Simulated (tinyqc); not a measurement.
Resistance of a source-drain extension with a graded tip: one step of the calculation.

y runs along the channel, the gate covers y > 0. The doping is N0 for y < y0 and N0 10^(-(y - y0)/la) beyond, uniform over the depth xj. Sheet conductance s(y) = q mu(N) max(N - Nch, 0) xj + (for y > 0) ma Cox Vo, with mu(N) = u0 + (u1 - u0)/(1 + (N/Nr)^au) and Cox = eps0 eox/tox. Current is taken as one-dimensional; depletion of the tip, spreading and the contact are left out. The metallurgical junction lies at yj, where N = Nch.

Problem. Resistance of the overlapped part. Midpoint rule on 10 equal steps from 0 to yj: R_ov = sum h/s(y), per width.

Parameters, values chosen for the exercise; mobility law close to that of electrons in silicon:
```
symbol   value        unit                                                                 meaning
eox        3.9              relative permittivity of the gate insulator (close to silicon dioxide)
tox        3.9          nm                                                     insulator thickness
N0      1.4e20       cm^-3                        active doping of the extension far from the gate
la         1.9   nm/decade                                                      lateral abruptness
y0         4.2          nm          position under the gate where the fall begins (gate edge at 0)
xj          21          nm                                                  depth of the extension
Nch     1.5e18       cm^-3                                                          channel doping
Vo        0.87           V                                                          gate overdrive
ma          89  cm^2/(V s)                                      mobility of the gate-induced layer
u1        1414  cm^2/(V s)                                                  mobility at low doping
u0        68.5  cm^2/(V s)                                                 mobility at high doping
Nr      9.2e16       cm^-3                                                        reference doping
au       0.711                                                                            exponent
```

Constants: q = 1.602176634e-19 C, eps0 = 8.8541878128e-14 F/cm where lengths are in cm. Results are converted to the units shown.

Find: y; N; doped conductance; sheet resistance; R_ov.

Solution.

```
point  y (nm)  N (cm^-3)  doped conductance (uS)  sheet resistance (ohm/square)
0      0.3972   1.400e20                    3533                          277.7
1       1.191   1.400e20                    3533                          277.7
2       1.986   1.400e20                    3533                          277.7
3       2.780   1.400e20                    3533                          277.7
4       3.574   1.400e20                    3533                          277.7
5       4.369   1.141e20                    2915                          335.1
6       5.163   4.358e19                    1205                          784.9
7       5.957   1.664e19                   515.1                           1713
8       6.752   6.356e18                   215.1                           3526
9       7.546   2.427e18                   58.70                           7858
```

R_ov = 12.40 ohm um

tinyqc, about 0.05 s, one thread, Intel Xeon 2.30GHz (shared host): `OMP_NUM_THREADS=1 python tinyqc.py 2282022 2282023 out.jsonl`
